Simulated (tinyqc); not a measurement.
Conductance against temperature: thermal boundary conductance by the acoustic and diffuse mismatch models. Computed by tinyqc, a small Python program. Command: `OMP_NUM_THREADS=1 python tinyqc.py 3017766 3017767 out.jsonl kapitza walk`. One thread of a shared host (Intel(R) Xeon(R) Processor @ 2.30GHz), about 0.01 s of CPU time with the checks.

Each side has one longitudinal and two transverse Debye branches, omega = v q up to q_D = (6 pi^2 n)^(1/3), with n counting all atoms. Scattering at the interface is elastic. Electrons are left out of G, also for metals. Melting is ignored. G refers to the temperatures of the phonons sent towards the interface. Linear branches over all atoms overstate G at high T, most for crystals with several atoms a cell.

Inputs (values chosen for the exercise, modelled on diamond (side 1) and aluminium (side 2)): density rho_1 = 3.58 g/cm^3; longitudinal velocity vL_1 = 17800 m/s; transverse velocity vT_1 = 12600 m/s; atom density n_1 = 174 1/nm^3; density rho_2 = 2.69 g/cm^3; longitudinal velocity vL_2 = 6110 m/s; transverse velocity vT_2 = 3030 m/s; atom density n_2 = 60.3 1/nm^3.

Structure: film on a substrate.

Constants: hbar = 1.054571817e-34 J s; k_B = 1.380649e-23 J/K.

Method:
- omega_c = v q_D for each branch, given as hbar omega_c/k_B; impedance Z = rho v.
- No mode conversion. t(theta) = 4 Z_1 Z_2 cos(theta_1) cos(theta_2)/N^2, with N = Z_2 cos(theta_1) + Z_1 cos(theta_2) for L (the form for pressure waves) and N = Z_1 cos(theta_1) + Z_2 cos(theta_2) for both T branches (the form for shear waves polarised along the interface); sin(theta_2) = (v_2/v_1) sin(theta_1), and t = 0 beyond the critical angle arcsin(v_1/v_2); the mean over the incoming flux is alpha = 2 int t sin(theta_1) cos(theta_1) d theta_1 (64 Gauss-Legendre points).
- G = (k_B^4 T^3/(8 pi^2 hbar^3)) int W(x) x^4 e^x/(e^x - 1)^2 dx, x = hbar omega/(k_B T). Acoustic mismatch: W = sum over the three branches of alpha(1 to 2)/v_1^2, each up to the lower of its two cut-offs. Diffuse mismatch: W = S_1 S_2/(S_1 + S_2), where S_i sums 1/v^2 over the branches of side i still below their cut-off. Radiation limit: W = min(S_1, S_2). The integral is split at the four cut-offs (64 Gauss-Legendre points a piece, x at most 45).

Branches:
```
branch     v (m/s)  cut-off (K)  Z (1e6 kg/(m^2 s))
L, side 1    17800      2958.55             63.7240
T, side 1    12600      2094.26             45.1080
L, side 2     6110       713.33             16.4359
T, side 2     3030       353.75              8.1507
```

Transmission:
```
branch  t at normal incidence  largest angle from side 1 (deg)  alpha, 1 to 2  alpha, 2 to 1
L                    0.651992                               90       0.494867      0.0583083
T                    0.518474                               90       0.681735      0.0394239
```

G (MW/(m^2 K)):
```
T (K)  acoustic mismatch  diffuse mismatch  radiation limit
2             8.2765e-04         0.0012069        0.0012846
5               0.012932          0.018857         0.020071
10               0.10346           0.15086          0.16057
20               0.82758            1.2068           1.2846
40                6.3080            9.4763           10.276
80                29.724            61.509           77.818
150               67.795            209.46           298.13
300               103.22            387.05           572.77
600               118.03            467.04           697.61
1000              121.71            487.26           729.22
```

All three follow T^3 at the cold end (exponent 3.00 for the diffuse model) and flatten at high T (exponent 0.08 at the hot end); the lowest cut-off is 354 K. The ratio of diffuse to acoustic goes from 1.46 to 4.00. The plateau is set by the frequencies that both sides share.

Extremes, crossings and ranges named in words are read from the listed rows.
